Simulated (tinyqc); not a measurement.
Precursor delivery by bubblers, mass-transport growth and the solid composition of a III-V alloy. Which input was changed? Computed by tinyqc, a small Python program. Command: `OMP_NUM_THREADS=1 python tinyqc.py 3002968 3002969 out.jsonl movpe_thermo which`. One thread of a shared host (Intel(R) Xeon(R) Processor @ 2.30GHz), about 0.05 s of CPU time with the checks.

1 sccm = 44.615 micromol/min; 1 torr = 133.322 Pa. The sources decompose fully at the surface.

Inputs (values chosen for the exercise, modelled on trimethylgallium (source 1) and trimethylindium (source 2) for the vapour pressures):
```
quantity                                                                                                  value        unit
bath temperature T1                                                                                         260           K
bath temperature T2                                                                                         289           K
bubbler pressure p_b                                                                                        400        torr
carrier flow F1                                                                                              25        sccm
carrier flow F2                                                                                             250        sccm
total flow F_t                                                                                               30         slm
group-V flow F_V                                                                                             52        sccm
reactor pressure p                                                                                          200        torr
growth temperature T                                                                                        980           K
diffusivity at 273 K and 760 torr                                                                          0.31      cm^2/s
flow cross-section A                                                                                         53        cm^2
distance from the leading edge z                                                                             10          cm
lattice constant a                                                                                         5.62    angstrom
interaction L0 of the solid                                                                                13.7      kJ/mol
log10 of p_B,eq over pure BC at 1000 K and 1 torr of group V (exaggerated: liquid indium has about -4.1)   -2.9  log10 torr
enthalpy of that equilibrium H                                                                              276      kJ/mol
```

Alloy: mixing on the group-III sites, with desorption of B.

constants a, b of source 1 (log10 torr, K): 8.089  1703

constants a, b of source 2 (log10 torr, K): 10.56  3014

Constants: k_B = 1.380649e-23 J/K; R = 8.314462618 J/(mol K).

Method:
- log10 p_v = a - b/T_bath; molar flow = F x 44.615 x p_v/(p_b - p_v) for a saturated bubbler.
- p_i = p n_i/(44615 F_t), F_t in slm; p_V = p F_V/(1000 F_t), counted per molecule supplied; V/III = 44.615 F_V/(n1 + n2); vapour fraction of source 2 = n2/(n1 + n2).
- Mean velocity u = (F_t/A)(760/p)(T/273); D = D0 (T/273)^1.75 (760/p); boundary layer delta = sqrt(pi D z/u); flux = D dp/(delta k_B T); growth rate = flux x a^3/4.
- A sticks fully. B desorbs: its surface pressure is p_B* = x gamma_B K/sqrt(p_V), ln gamma_B = L0 (1 - x)^2/(R T), K = 10^(log10 K at 1000 K) exp[-(H/R)(1/T - 1/1000)], p_V in torr. With equal diffusivities x = (p_2 - p_B*)/(p_1 + p_2 - p_B*). Growth rate = rate per torr x p_1/(1 - x).

Problem. One of these inputs alone was changed, within the range given: carrier flow F1 (12.5 to 50); total flow F_t (15 to 60); group-V flow F_V (26 to 104); distance from the leading edge z (5 to 20). Which one, and to what value?

Results:
```
run     growth rate (micrometre/h)  molar flow 1 (micromol/min)  share of B incorporated, 1 - p_B*/p_2
before                    2.194651                     105.5954                              0.8783424
after                     1.932282                     105.5954                              0.8783424
```

Solution.

Each candidate set to reproduce growth rate, and what it then gives:
```
candidate                              range searched  value needed  molar flow 1 (micromol/min)  share of B incorporated, 1 - p_B*/p_2
carrier flow F1 (sccm)                     12.5 to 50         21.12                        89.21                                0.87288
total flow F_t (slm)                         15 to 60         37.72                       105.60                                0.83135
group-V flow F_V (sccm)                     26 to 104  out of reach                            -                                      -
distance from the leading edge z (cm)         5 to 20         12.90                       105.60                                0.87834
```

Only distance from the leading edge z fits every result: it went from 10 to 12.9 cm. The next best candidate, total flow F_t, misses one result by 5.3 %.

Caution: the boundary layer is a quarter or more of the root of the cross-section, so it fills much of the channel and depletion along the flow matters.
